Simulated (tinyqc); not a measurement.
Mirror strength against the number of periods: longitudinal sound in a periodic multilayer: transfer matrices, stop bands and folded phonons. Computed by tinyqc, a small Python program. Command: `OMP_NUM_THREADS=1 python tinyqc.py 3010223 3010224 out.jsonl multilayer walk`. One thread of a shared host (Intel(R) Xeon(R) Processor @ 2.30GHz), about 0.01 s of CPU time with the checks.

Layers 1 and 2 repeat with period d = d_1 + d_2; waves travel normal to the layers, without loss. State vector (u, s): displacement u and stress divided by omega. Impedances Z = rho v are in 1e6 kg/(m^2 s).

Inputs (values chosen for the exercise, modelled on silica (layer 1), platinum (layer 2) and gallium arsenide (substrate)):
```
quantity,value,unit
density rho_1,2.16,g/cm^3
velocity v_1,5860,m/s
thickness d_1,335,nm
density rho_2,21.1,g/cm^3
velocity v_2,4010,m/s
thickness d_2,229,nm
substrate density,5.39,g/cm^3
substrate velocity,4780,m/s
frequency f,3.73,GHz
```

Method:
- Z = rho v; interface reflection r = (Z_2 - Z_1)/(Z_2 + Z_1) (stress amplitude, from 1 into 2); Bragg frequency f_B = 1/[2 (d_1/v_1 + d_2/v_2)]; long-wave velocity v_eff = d/sqrt[(d_1/v_1)^2 + (d_2/v_2)^2 + (Z_1/Z_2 + Z_2/Z_1)(d_1/v_1)(d_2/v_2)].
- A layer maps (u, s) by [[cos p, sin p/Z], [-Z sin p, cos p]], p = 2 pi f d_i/v_i; one period is M = M_2 M_1, and cos(q d) = trace(M)/2.
- For N periods A = M^N. A wave comes from a thick layer of material 1 and leaves into the substrate (Z_s): transmitted power T = 4 Z_1 Z_s/|Z_1 A_22 + Z_s A_11 - i (Z_1 Z_s A_12 - A_21)|^2, reflected power R = 1 - T.

Bragg frequency f_B = 4.37543 GHz

Z_2 = 84.611

Z_1 = 12.6576

Z of the substrate = 25.7642

trace(M)/2 = -3.18416

Transmitted power:
```
N,T at f_B,T at f_B (dB),T at f
1,0.16668,-7.7812,0.17418
2,0.0040695,-23.905,0.0049190
3,9.1254e-05,-40.397,1.2795e-04
4,2.0423e-06,-56.899,3.3211e-06
6,1.0229e-09,-89.902,2.2371e-09
8,5.1230e-13,-122.90,1.5070e-12
12,1.2850e-19,-188.91,6.8382e-19
16,3.2234e-26,-254.92,3.1029e-25
24,2.0282e-39,-386.93,6.3889e-38
```

At f_B each further period removes 16.50 dB at large N, which is 20 log10 of the impedance ratio, 16.50 dB, as for a quarter-wave stack; 99 % reflection needs N = 2 among these rows. At f, in a stop band, T decays as well. Values below about 1e-6 belong to the ideal stack: roughness and scattering into other modes, left out here, set a floor in a real one.
